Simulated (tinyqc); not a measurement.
Worked calculation: bound state in one dimension: Numerov shooting, finite differences, DVR. Computed by tinyqc, a small Python program that keeps every step. Settings: points = 64. Command: `OMP_NUM_THREADS=1 python tinyqc.py 25765 25766 out.jsonl` (the two numbers bound the seeds that draw the settings). One thread of a shared host (Intel(R) Xeon(R) Processor @ 2.60GHz), about 0.01 s of CPU time with the checks.

## Numerov steps at E = 0.1

One particle of mass 1 in V = 0.66^2 x^2/2 + 0 x^4 (atomic units), psi = 0 at both ends:
```
parameter,value
left end,-4.500000
right end,4.500000
intervals,64
h,0.140625
state sought (nodes),1
```

k_i = 2 m (E - V_i); (1 + h^2 k_(i+1)/12) y_(i+1) = 2 (1 - 5 h^2 k_i/12) y_i - (1 + h^2 k_(i-1)/12) y_(i-1), from y_0 = 0, y_1 = 0.001.

Points along the way:
```
i,x,V,k,y
0,-4.500000,4.410450,-8.620900,0.000000
1,-4.359375,4.139104,-8.078208,0.001000
2,-4.218750,3.876372,-7.552744,0.002160
3,-4.078125,3.622254,-7.044509,0.003644
4,-3.937500,3.376751,-6.553502,0.005640
5,-3.796875,3.139861,-6.079723,0.008370
21,-1.546875,0.521157,-0.842313,0.594384
22,-1.406250,0.430708,-0.661416,0.699137
23,-1.265625,0.348873,-0.497747,0.813002
24,-1.125000,0.275653,-0.351306,0.934838
25,-0.984375,0.211047,-0.222094,1.063143
26,-0.843750,0.155055,-0.110110,1.196097
```

## Bisection on the node count

With more sign changes than the state has nodes (the last point included) the energy is too high, else too low; the bracket starts as 0.1 to 12.

Trials:
```
trial,E,sign changes,y at the right end,next
1,6.05000000,8,3.61e-03,lower
2,3.07500000,5,-8.19e-03,lower
3,1.58750000,2,2.06e-01,lower
4,0.84375000,1,-6.58e+00,raise
5,1.21562500,2,2.11e+00,lower
6,1.02968750,2,9.01e-01,lower
7,0.93671875,1,-1.75e+00,raise
8,0.98320312,1,-1.90e-01,raise
9,1.00644531,2,4.10e-01,lower
10,0.99482422,2,1.24e-01,lower
11,0.98901367,1,-2.91e-02,raise
12,0.99191895,2,4.84e-02,lower
13,0.99046631,2,9.87e-03,lower
14,0.98973999,1,-9.56e-03,raise
...,...,...,...,...
29,0.99009692,2,3.63e-07,lower
30,0.99009691,2,6.62e-08,lower
31,0.99009690,1,-8.21e-08,raise
```

eigenvalue = 0.99009690 hartree

## The same grid by other methods

Three-point finite differences and the sine-DVR kinetic matrix of Colbert and Miller on the same points.

Lowest levels (hartree):
```
state,finite differences,DVR
0,0.329735,0.330004
1,0.988754,0.990100
2,1.647599,1.651108
3,2.310450,2.317318
```
